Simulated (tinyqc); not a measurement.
RHF in the 3-21g basis, for H3+, spin multiplicity 1, step by step. One step of it, computed by the program tinyqc.

Task: Iteration 1: building the Fock matrix. J_ij = sum D_kl (ij|kl), K_ij = sum D_kl (ik|jl); F = H + J - 0.5 K; E = tr D H + tr D J / 2 - 0.25 tr D K + E_nn.

D at the start, lower triangle:
```
           1H 1s      1H 2s      2H 1s      2H 2s      3H 1s     3H 2s
1H 1s   0.801928
1H 2s  -0.473301   0.279344
2H 1s   1.033120  -0.609751   1.330965
2H 2s  -0.791444   0.467113  -1.019613   0.781096
3H 1s   1.031511  -0.608801   1.328891  -1.018025   1.326821
3H 2s  -0.789280   0.465836  -1.016826   0.778961  -1.015242  0.776831
```

core Hamiltonian H = T + V (hartree), lower triangle:
```
           1H 1s      1H 2s      2H 1s      2H 2s      3H 1s      3H 2s
1H 1s  -1.023730
1H 2s  -1.039515  -1.222481
2H 1s  -0.254174  -0.532223  -1.009698
2H 2s  -0.535358  -0.863288  -1.030531  -1.211864
3H 1s  -0.254383  -0.532416  -0.223577  -0.506158  -1.009792
3H 2s  -0.535531  -0.863462  -0.506138  -0.836734  -1.030591  -1.211934
```

Two-electron integrals (ij|kl) in chemists' order, unique and non-zero (hartree):
```
(11|11) 1.140145   (21|11) 0.611403   (21|21) 0.345152   (22|11) 0.626370
(22|21) 0.380329   (22|22) 0.482957   (31|11) 0.066270   (31|21) 0.039515
(31|22) 0.047490   (31|31) 0.007820   (32|11) 0.141330   (32|21) 0.089131
(32|22) 0.122665   (32|31) 0.019704   (32|32) 0.064724   (33|11) 0.425315
(33|21) 0.273254   (33|22) 0.398046   (33|31) 0.066270   (33|32) 0.255060
(33|33) 1.140145   (41|11) 0.255060   (41|21) 0.145339   (41|22) 0.162693
(41|31) 0.019704   (41|32) 0.045411   (41|33) 0.141330   (41|41) 0.064724
(42|11) 0.330774   (42|21) 0.203837   (42|22) 0.268822   (42|31) 0.032629
(42|32) 0.094616   (42|33) 0.330774   (42|41) 0.094616   (42|42) 0.176055
(43|11) 0.273254   (43|21) 0.174757   (43|22) 0.252189   (43|31) 0.039515
(43|32) 0.145339   (43|33) 0.611403   (43|41) 0.089131   (43|42) 0.203837
(43|43) 0.345152   (44|11) 0.398046   (44|21) 0.252189   (44|22) 0.359850
(44|31) 0.047490   (44|32) 0.162693   (44|33) 0.626370   (44|41) 0.122665
(44|42) 0.268822   (44|43) 0.380329   (44|44) 0.482957   (51|11) 0.066346
(51|21) 0.039560   (51|22) 0.047541   (51|31) 0.005555   (51|32) 0.013424
(51|33) 0.041768   (51|41) 0.017979   (51|42) 0.028434   (51|43) 0.026641
(51|44) 0.037573   (51|51) 0.007836   (52|11) 0.141409   (52|21) 0.089178
(52|22) 0.122724   (52|31) 0.013417   (52|32) 0.037726   (52|33) 0.124005
(52|41) 0.041142   (52|42) 0.078045   (52|43) 0.079081   (52|44) 0.112892
(52|51) 0.019733   (52|52) 0.064771   (53|11) 0.036721   (53|21) 0.023364
(53|22) 0.032639   (53|31) 0.004816   (53|32) 0.015218   (53|33) 0.055320
(53|41) 0.011751   (53|42) 0.024408   (53|43) 0.033128   (53|44) 0.040123
(53|51) 0.004820   (53|52) 0.015223   (53|53) 0.005674   (54|11) 0.121231
(54|21) 0.077119   (54|22) 0.109084   (54|31) 0.012753   (54|32) 0.038211
(54|33) 0.129720   (54|41) 0.036547   (54|42) 0.073968   (54|43) 0.082030
(54|44) 0.113832   (54|51) 0.017136   (54|52) 0.059448   (54|53) 0.015726
(54|54) 0.057691   (55|11) 0.425407   (55|21) 0.273310   (55|22) 0.398108
(55|31) 0.041734   (55|32) 0.123968   (55|33) 0.411610   (55|41) 0.126880
(55|42) 0.260536   (55|43) 0.264755   (55|44) 0.388568   (55|51) 0.066346
(55|52) 0.255158   (55|53) 0.055320   (55|54) 0.240189   (55|55) 1.140145
(61|11) 0.255158   (61|21) 0.145394   (61|22) 0.162754   (61|31) 0.017965
(61|32) 0.041135   (61|33) 0.126898   (61|41) 0.062850   (61|42) 0.090621
(61|43) 0.080798   (61|44) 0.114656   (61|51) 0.019733   (61|52) 0.045450
(61|53) 0.011755   (61|54) 0.039272   (61|55) 0.141409   (61|61) 0.064771
(62|11) 0.330866   (62|21) 0.203892   (62|22) 0.268891   (62|31) 0.028412
(62|32) 0.078028   (62|33) 0.260560   (62|41) 0.090612   (62|42) 0.161469
(62|43) 0.164117   (62|44) 0.229995   (62|51) 0.032670   (62|52) 0.094674
(62|53) 0.024413   (62|54) 0.085953   (62|55) 0.330866   (62|61) 0.094674
(62|62) 0.176133   (63|11) 0.121212   (63|21) 0.077108   (63|22) 0.109073
(63|31) 0.017118   (63|32) 0.059427   (63|33) 0.240189   (63|41) 0.039254
(63|42) 0.085932   (63|43) 0.136951   (63|44) 0.153466   (63|51) 0.012764
(63|52) 0.038223   (63|53) 0.015726   (63|54) 0.039711   (63|55) 0.129720
(63|61) 0.036555   (63|62) 0.073977   (63|63) 0.057691   (64|11) 0.256868
(64|21) 0.161527   (64|22) 0.225271   (64|31) 0.027668   (64|32) 0.087287
(64|33) 0.316734   (64|41) 0.076565   (64|42) 0.156774   (64|43) 0.195360
(64|44) 0.258253   (64|51) 0.027695   (64|52) 0.087316   (64|53) 0.026852
(64|54) 0.085996   (64|55) 0.316734   (64|61) 0.076591   (64|62) 0.156803
(64|63) 0.085996   (64|64) 0.164246   (65|11) 0.273310   (65|21) 0.174791
(65|22) 0.252226   (65|31) 0.026619   (65|32) 0.079057   (65|33) 0.264755
(65|41) 0.080785   (65|42) 0.164100   (65|43) 0.169608   (65|44) 0.246577
(65|51) 0.039560   (65|52) 0.145394   (65|53) 0.033128   (65|54) 0.136951
(65|55) 0.611403   (65|61) 0.089178   (65|62) 0.203892   (65|63) 0.082030
(65|64) 0.195360   (65|65) 0.345152   (66|11) 0.398108   (66|21) 0.252226
(66|22) 0.359891   (66|31) 0.037539   (66|32) 0.112856   (66|33) 0.388568
(66|41) 0.114631   (66|42) 0.229965   (66|43) 0.246577   (66|44) 0.353642
(66|51) 0.047541   (66|52) 0.162754   (66|53) 0.040123   (66|54) 0.153466
(66|55) 0.626370   (66|61) 0.122724   (66|62) 0.268891   (66|63) 0.113832
(66|64) 0.258253   (66|65) 0.380329   (66|66) 0.482957
```

nuclear repulsion = 1.26435768 hartree

Give: Coulomb J; exchange K; Fock matrix F; total energy of this density.

Result:

Coulomb J (hartree), lower triangle:
```
        1H 1s   1H 2s   2H 1s   2H 2s   3H 1s   3H 2s
1H 1s  0.8935
1H 2s  0.5445  0.7476
2H 1s  0.0840  0.2706  1.0407
2H 2s  0.2477  0.4946  0.6142  0.8011
3H 1s  0.0840  0.2705  0.0753  0.2584  1.0395
3H 2s  0.2478  0.4946  0.2586  0.4944  0.6137  0.8007
```

exchange K (hartree), lower triangle:
```
         1H 1s    1H 2s    2H 1s    2H 2s   3H 1s   3H 2s
1H 1s   0.1551
1H 2s   0.0092   0.0734
2H 1s   0.0520  -0.0050   0.2898
2H 2s  -0.0086   0.0650   0.0227   0.0965
3H 1s   0.0519  -0.0050   0.0663  -0.0103  0.2887
3H 2s  -0.0085   0.0649  -0.0102   0.0728  0.0226  0.0963
```

Fock matrix F (hartree), lower triangle:
```
         1H 1s    1H 2s    2H 1s    2H 2s    3H 1s    3H 2s
1H 1s  -0.2078
1H 2s  -0.4996  -0.5116
2H 1s  -0.1962  -0.2591  -0.1139
2H 2s  -0.2834  -0.4012  -0.4277  -0.4590
3H 1s  -0.1963  -0.2594  -0.1814  -0.2426  -0.1147
3H 2s  -0.2835  -0.4014  -0.2424  -0.3788  -0.4282  -0.4594
```

total energy of this density = 1.616685 hartree
